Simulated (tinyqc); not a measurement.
Threshold of a short bulk MOSFET: charge sharing, barrier lowering, narrow width: one step of the calculation.

n-channel device on a p-type body, depletion approximation, full ionisation. Uniform doping N = Na. Vbi from Boltzmann statistics is rough for the degenerate source. Cox = eps0 eox/tox.

Question. Long-channel threshold and scales. ni = sqrt(Nc Nv) exp(-Eg/(2 Vt)), Eg in volts; 2 pB = 2 Vt ln(N/ni); flat band Vfb - Vt ln(N/Na); Wd = sqrt(2 eps0 eps_r (2 pB - Vbs)/(q N)); body term q N Wd/Cox; long-channel VT0 = flat band + 2 pB + body term; Vbi = Vt ln(N Nsd/ni^2); scale length l = sqrt((eps_r/eox) tox Wd).

Values chosen for this exercise; band and dielectric values close to those of silicon:
- T = 400 K (temperature)
- Eg = 1.13 eV (band gap)
- eps_r = 11.9 (relative permittivity)
- Nc = 4.26e19 cm^-3 (conduction-band density of states at T)
- Nv = 4e19 cm^-3 (valence-band density of states at T)
- eox = 3.9 (relative permittivity of the gate insulator (close to silicon dioxide))
- tox = 4.5 nm (insulator thickness)
- Na = 4.5e17 cm^-3 (channel doping)
- Nsd = 1e20 cm^-3 (source and drain doping)
- Vfb = -0.79 V (flat-band voltage for the doping Na)
- Vbs = 0 V (body-source voltage)

Constants: q = 1.602176634e-19 C, kB = 1.380649e-23 J/K, Vt = kB T/q, eps0 = 8.8541878128e-14 F/cm where lengths are in cm. Results are converted to the units shown.

Find: N; 2 pB; flat band; Wd; body term; VT0; Vbi; l.

Answer.

N = 4.5000e17 cm^-3
2 pB = 0.81847 V
flat band = -0.79000 V
Wd = 48.911 nm
body term = 0.45954 V
VT0 = 0.48802 V
Vbi = 1.0047 V
l = 25.915 nm

Numbers from tinyqc (`OMP_NUM_THREADS=1 python tinyqc.py 2002102 2002103 out.jsonl`; about 0.01 s on one thread of a shared Intel Xeon 2.30GHz).
